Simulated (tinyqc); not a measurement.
# Superjunction drift layer against a plain one, charge balance: several studies

Alternating n and p pillars of equal width wp, doping N and length Lp. When depleted, the lateral field peaks at Ex = q N wp/(2 eps0 eps_r) at the pillar junctions and a uniform vertical field Ey is added; breakdown is taken where Ex^2 + Ey^2 = Ef^2. Only the n pillars conduct, narrowed by the zero-bias depletion. A first-order model: the field peaks at the pillar ends are left out.

Parameters, values chosen for the exercise; values close to those of gallium nitride:
```
symbol  value        unit                                     meaning
eps_r    9.38              relative permittivity of the semiconductor
E16      3.09       MV/cm    critical field at a doping of 1e16 cm^-3
mx       1120  cm^2/(V s)                      mobility at low doping
mi       57.9  cm^2/(V s)                     mobility at high doping
Nr       2e17       cm^-3            reference doping of the mobility
BV       1900           V                    wanted breakdown voltage
wp        0.5          um                        width of each pillar
Ef        2.8       MV/cm           critical field inside the pillars
a        0.51                     lateral peak field as a share of Ef
Vb        2.8           V    built-in voltage of the pillar junctions
dl       -2.2           %                charge imbalance (Nn - Np)/N
```

Constants: q = 1.602176634e-19 C, eps0 = 8.8541878128e-14 F/cm where lengths are in cm. Results are converted to the units shown.

Each table varies one quantity; the others keep the values above.

## Effect of the lateral peak field as a share of Ef

Ec(N) = E16 (N/1e16 cm^-3)^(1/8), mu(N) = mi + (mx - mi)/(1 + (N/Nr)^0.9). Plain drift layer for BV: N solves BV = eps0 eps_r Ec(N)^2/(2 q N), W = 2 BV/Ec, Rsp = W/(q mu N). Ex = a Ef gives N = 2 eps0 eps_r a Ef/(q wp); Ey = Ef sqrt(1 - a^2); Lp = BV/Ey; xd = sqrt(eps0 eps_r Vb/(q N)) on each side; Rsp = 2 Lp/(q mu(N) N (1 - 2 xd/wp)). An imbalance dl leaves the mean net doping |dl| N/2, which tilts the vertical field by s = q |dl| N/(2 eps0 eps_r): BV(dl) = Ey Lp - s Lp^2/2, or Ey^2/(2 s) if the field reaches zero inside the pillar.

The same in every row: Rsp, plain (mohm cm^2) = 0.50135.

Result of one run:
```
a     N (cm^-3)  Lp (um)  Rsp, pillars (mohm cm^2)  BV(dl) (V)
0.75  4.3543e17   10.259                  0.093214      1413.8
```

What becomes of these results when the lateral peak field as a share of Ef a is changed from 0.75 to 0.39, all else the same?

Result of the changed run:
```
a     N (cm^-3)  Lp (um)  Rsp, pillars (mohm cm^2)  BV(dl) (V)
0.39  2.2642e17   7.3692                   0.10686      1769.5
```

The whole series:
```
a     N (cm^-3)  Lp (um)  Rsp, pillars (mohm cm^2)  BV(dl) (V)
0.3   1.7417e17   7.1134                   0.12912      1806.5
0.39  2.2642e17   7.3692                   0.10686      1769.5
0.48  2.7868e17   7.7350                  0.095461      1723.1
0.57  3.3093e17   8.2587                  0.090049      1660.5
0.66  3.8318e17   9.0324                  0.089149      1568.3
0.75  4.3543e17   10.259                  0.093214      1413.8
0.84  4.8768e17   12.506                   0.10590      1090.7
0.93  5.3994e17   18.462                   0.14703      462.22
```

As a goes from 0.3 to 0.93, Rsp of the pillars goes from 0.129 through a minimum of 0.0891 (at a = 0.66 among the rows listed) to 0.147 mohm cm^2 and BV with the imbalance falls from 1810 to 462 V. With constant mobility and no depleted edge the minimum of Rsp lies at a = 0.707; a smaller a gives up a little resistance for tolerance. At a = 0.93 the aspect ratio passes 30, which is hard to make.

## Effect of the width of each pillar

Same model as above.

The same in every row: Lp (um) = 7.889; Rsp, plain (mohm cm^2) = 0.5013.

Effect of the width of each pillar:
```
wp (um)  N (cm^-3)  Rsp, pillars (mohm cm^2)  BV(dl) (V)
0.062     2.388e18                    0.1253       572.4
0.098     1.511e18                   0.08612       904.8
0.15      9.870e17                   0.07796        1248
0.24      6.169e17                   0.07865        1493
0.38      3.896e17                   0.08576        1643
0.6       2.467e17                   0.09949        1737
0.95      1.558e17                    0.1223        1797
1.5       9.870e16                    0.1582        1835
```

Read the table: what changes, and by how much?

As wp goes from 0.062 to 1.5 um, Rsp of the pillars goes from 0.125 through a minimum of 0.0780 (at wp = 0.15 um among the rows listed) to 0.158 mohm cm^2 and BV with the imbalance rises from 572 to 1830 V. Narrow pillars allow more doping and so less resistance, but the same relative imbalance then leaves more net charge. At the narrow end falling mobility and the depleted edges undo the gain. For wp = 0.062 to 0.24 um the aspect ratio passes 30, which is hard to make. For wp = 0.062 to 0.24 um the zero-bias depletion takes over 40 % of the pillar, and the on-state voltage would narrow it further.

## Effect of the wanted breakdown voltage

Same model as above.

The same in every row: N (cm^-3) = 2.961e17.

Effect of the wanted breakdown voltage:
```
BV (V)  Lp (um)  Rsp, pillars (mohm cm^2)  Rsp, plain (mohm cm^2)  BV(dl) (V)
220      0.9134                   0.01078                0.004412       217.4
350       1.453                   0.01715                 0.01105       343.4
540       2.242                   0.02646                 0.02758       524.2
850       3.529                   0.04165                 0.07577       810.9
1300      5.398                   0.06371                  0.2031        1208
2000      8.304                   0.09801                  0.5672        1783
3200      13.29                    0.1568                   1.777        2645
5000      20.76                    0.2450                   5.322        3646
```

As BV goes from 220 to 5000 V, Rsp of the pillars rises from 0.0108 to 0.245 mohm cm^2 and BV with the imbalance rises from 217 to 3650 V. Rsp goes as BV^(1.00) for the pillars and BV^(2.27) for the plain layer; the pillars win in 6 of the 8 rows. At BV = 5000 V the aspect ratio passes 30, which is hard to make. For BV = 220 to 350 V the aspect ratio Lp/wp is under 3, where a pillar model without end effects fails.

Program tinyqc, `OMP_NUM_THREADS=1 python tinyqc.py 2590017 2590018 out.jsonl`; Intel Xeon 2.30GHz, shared host, one thread, about 0.01 s.
